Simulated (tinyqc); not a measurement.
From results back to parameters: metal-induced gap states at the contact of a metal chain and a two-band chain. Five cases, with inputs chosen for the exercise.

Problem. With gap states the barrier for electrons is phi = S (W - chi - p) + p, W being the work function of the metal, S the pinning factor and p the depth of the neutrality level below the conduction edge. The barriers for two metals come from hidden S and p, those of the chain and not of a measured contact.

Find: S, p (eV).

Method. The slope of the barrier against W is S; then p = (phi1 - S (W1 - chi))/(1 - S).

Case 1.

Values chosen (out of a larger set: gap and optical dielectric constant near those of HfO2; the chain itself is a model; not measured data):
- W1 = 4.35 eV (work function of metal 1)
- W2 = 5.49 eV (of metal 2)
- chi = 2.49 eV (electron affinity)

barriers (eV): metal 1 2.43600, metal 2 2.84640

Solution.

S, p (eV): 0.360  2.760

Case 2.

Values chosen (out of a larger set: gap and optical dielectric constant near those of HfO2; the chain itself is a model; not measured data):
- W1 = 4.42 eV (work function of metal 1)
- W2 = 5.19 eV (of metal 2)
- chi = 2.36 eV (electron affinity)

barriers (eV): metal 1 2.31315, metal 2 2.84830

Solution.

S, p (eV): 0.695  2.890

Case 3.

Values chosen (out of a larger set: gap and optical dielectric constant near those of SiO2; the chain itself is a model; not measured data):
- W1 = 4.09 eV (work function of metal 1)
- W2 = 5.66 eV (of metal 2)
- chi = 0.93 eV (electron affinity)

barriers (eV): metal 1 3.35210, metal 2 4.56728

Solution.

S, p (eV): 0.774  4.010

Case 4.

Values chosen (out of a larger set: gap and optical dielectric constant near those of GaAs; the chain itself is a model; not measured data):
- W1 = 4.19 eV (work function of metal 1)
- W2 = 5.66 eV (of metal 2)
- chi = 3.91 eV (electron affinity)

barriers (eV): metal 1 0.53470, metal 2 0.75667

Solution.

S, p (eV): 0.151  0.580

Case 5.

Values chosen (out of a larger set: gap and optical dielectric constant near those of Ge; the chain itself is a model; not measured data):
- W1 = 4.22 eV (work function of metal 1)
- W2 = 5.65 eV (of metal 2)
- chi = 3.92 eV (electron affinity)

barriers (eV): metal 1 0.31758, metal 2 0.49061

Solution.

S, p (eV): 0.121  0.320

Computed by tinyqc, one run a case: `OMP_NUM_THREADS=1 python tinyqc.py N N+1 out.jsonl` with N = 1452039, 1452052, 1452120, 1452138, 1452218; one thread of a shared Intel(R) Xeon(R) Processor @ 2.30GHz, about 0.01 s a run at most.
